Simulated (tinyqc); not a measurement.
Worked calculation: thin-film optics by transfer matrices. Values are carried at full precision from step to step, so a last printed digit may differ when a step is redone from the rounded ones.

Indices N = n + i k. Snell: N0 sin(theta) = N_j sin(theta_j), with Im(N_j cos theta_j) >= 0. Admittance y_j = N_j cos theta_j for s and N_j/cos theta_j for p. Phase delta_j = 2 pi N_j cos theta_j d_j/lambda. Layer matrix [[cos delta, -i sin delta/y], [-i y sin delta, cos delta]], multiplied from the top down to M. (B, C) = M (1, y_sub); r = (y0 B - C)/(y0 B + C), R = |r|^2, T = 4 Re y0 Re y_sub/|y0 B + C|^2, absorbed in the films 1 - R - T.

Inputs chosen for the exercise (indices near those of SiO2 on Si; not measured data):
- lam = 633 nm (vacuum wavelength)
- n0 = 1 (ambient index)
- n = (1.452, 3.845) (n of SiO2, substrate)
- k = (0, 0.019) (k in the same order)
- d = (22.2) nm (thicknesses, top first)
- theta = 75 degrees (angle of incidence)
- pol = p (polarisation)

## Angles, admittances and phases

Form cos theta_j, y_j and delta_j.

cos theta_j: ambient 0.2588, film 1 0.7466, substrate 0.9679+0.0003i

y_j: ambient 3.8637, film 1 1.9447, substrate 3.9724+0.0183i

delta_j (rad): film 1 0.2389

## Layer matrices and their product

Form each matrix and multiply from the top down.

M:
```
          1         2
1    0.9716  -0.1217i
2  -0.4602i    0.9716
```

Each matrix has determinant 1, and so has M.

## Reflection and transmission

Close the stack on the substrate.

B, C: 0.9738-0.4833i  3.8596-0.4424i

r = 0.0402-0.1748i
R = 0.0322
T into the substrate = 0.9678
absorbed in the films = 0.0000

The bare substrate would reflect 0.0002.

## Ellipsometric angles

Ellipsometry: rho = tan(Psi) exp(i Delta) = -conj(r_p/r_s) with the r of the admittance formula, Delta in 0 to 360 degrees, so that a bare dielectric at small angles gives Delta = 180.

Repeat the steps for both polarisations.

r_s = -0.8587-0.0923i
r_p = 0.0402-0.1748i
Psi = 11.73 degrees
Delta = 83.17 degrees

## Checks

- R against the recursion of Airy sums from the substrate up: both 0.032165.

Program tinyqc; command `OMP_NUM_THREADS=1 python tinyqc.py 1681184 1681185 out.jsonl`; about 0.02 s on one thread of a shared Intel(R) Xeon(R) Processor @ 2.30GHz.
